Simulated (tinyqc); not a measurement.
# Threshold-voltage variability of a planar MOSFET, analytic estimates, step by step

Program tinyqc, `OMP_NUM_THREADS=1 python tinyqc.py 2090096 2090097 out.jsonl`; Intel Xeon 2.30GHz, shared host, one thread, about 0.01 s. Printed values are rounded.

Three independent sources add in quadrature: random dopants in the depleted layer, metal-gate grains of two orientations, and roughness of the two gate edges acting through the roll-off VT = VT(long) - Vr exp(-L/l). These are first-order estimates: no three-dimensional electrostatics, no percolation.

Inputs (values chosen for the exercise); material values close to those of silicon: temperature T = 300 K; band gap Eg = 1.12 eV; relative permittivity of the semiconductor eps_r = 11.5; conduction-band density of states at T Nc = 2.82e19 cm^-3; valence-band density of states at T Nv = 2.64e19 cm^-3; channel doping Na = 1.6e18 cm^-3; oxide-equivalent thickness in inversion ti = 1.6 nm; gate length L = 45 nm; gate width W = 98 nm; metal grain size G = 10 nm; work-function difference of the two grain orientations dW = 0.1 eV; share of the orientation of higher work function p = 0.5; rms roughness of one gate edge De = 1.4 nm; correlation length of the roughness La = 20 nm; decay length of the threshold roll-off l = 13 nm; prefactor of the roll-off Vr = 1.6 V; subthreshold factor n = 1.49; gm/I of a matched pair gI = 20 1/V; spread of the gain factor of one device sb = 1.4 %; number of cells Nb = 1048576; wanted yield Y = 0.54.

Constants: q = 1.602176634e-19 C, kB = 1.380649e-23 J/K, Vt = kB T/q, eps0 = 8.8541878128e-14 F/cm where lengths are in cm. Results are converted to the units shown.

Range of the model: gI s exceeds 0.2, so the linear formula for the current mismatch is only a rough guide.

## Random dopants

ni = sqrt(Nc Nv) exp(-Eg/(2 Vt)), Eg in volts; Cox = 3.9 eps0/ti; Wd = sqrt(4 eps0 eps_r Vt ln(Na/ni)/(q Na)); dopants: s1 = (q/Cox) sqrt(Na Wd/(3 L W)). The slope A1 = s1 sqrt(L W); mean number of dopants Na L W Wd.

Cox = 2.15821 uF/cm^2
Wd = 27.8072 nm
mean number of dopants = 196.208
A1 = 0.904056 mV um
s1 = 13.6137 mV

Counting alone, 1/sqrt(N) of the depletion voltage q Na Wd/Cox = 330 mV, would give sqrt(3) times more: dopants deep in the layer act less on the surface.

## Metal grains and edge roughness

Grains: Ng = L W/G^2 (at least 1), s2 = dW sqrt(p (1 - p)/Ng). Edges, with exponential correlation and u = W/La: the mean gate length has sL^2 = 2 De^2 (2/u)[1 - (1 - exp(-u))/u]; s3 = sL (Vr/l) exp(-L/l).

Ng = 44.1
s2 = 7.52923 mV
sL = 1.12956 nm
dVT/dL = 3.86233 mV/nm
s3 = 4.36273 mV

## Total spread, mismatch and leakage

s = sqrt(s1^2 + s2^2 + s3^2). For a pair: s(dVT) = sqrt(2) s; current mismatch sqrt(2) sqrt((gI s)^2 + sb^2); input offset = current mismatch/gI. For a Gaussian VT the off current is log-normal with mean/median = exp(s^2/(2 (n Vt)^2)).

s = 16.1572 mV
s(dVT) = 22.8497 mV
current mismatch = 45.7424 %
input offset = 22.8712 mV
mean/median of Ioff = 1.09196

The dopants give 71.0 % of the variance; without them s would be 8.70 mV. A current mismatch this large is beyond the linear estimate.

## Iteration 1: margin in standard deviations for the wanted yield

k at the start = 3

Cells fail independently with probability Q(k) = erfc(k/sqrt(2))/2 when the margin is k standard deviations, and Y = exp(-Nb Q(k)). phi = exp(-k^2/2)/sqrt(2 pi). Newton steps on ln Q(k) = ln(-ln(Y)/Nb): k(new) = k + [ln Q - ln(-ln(Y)/Nb)] Q/phi.

Q(k) = 0.00134990
phi = 0.00443185
k after iteration 1 = 5.35735

## Iteration 2: margin in standard deviations for the wanted yield

As before.

Q(k) = 4.22249e-8
phi = 2.33623e-7
k after iteration 2 = 4.88145

## Course of the iteration: margin in standard deviations for the wanted yield

Stop when k changes by less than 1e-9, or after 30 iterations.

Course of the iteration:
```
iteration        k  |change|
1          5.35735      2.36
2          4.88145     0.476
3          4.85980    0.0216
4          4.85976   4.48e-5
5          4.85976  1.92e-10
```

Converged in 5 iterations. At the end the number of correct digits about doubles with each step. With s(dVT) = 22.8 mV, 4.86 standard deviations are 111 mV.
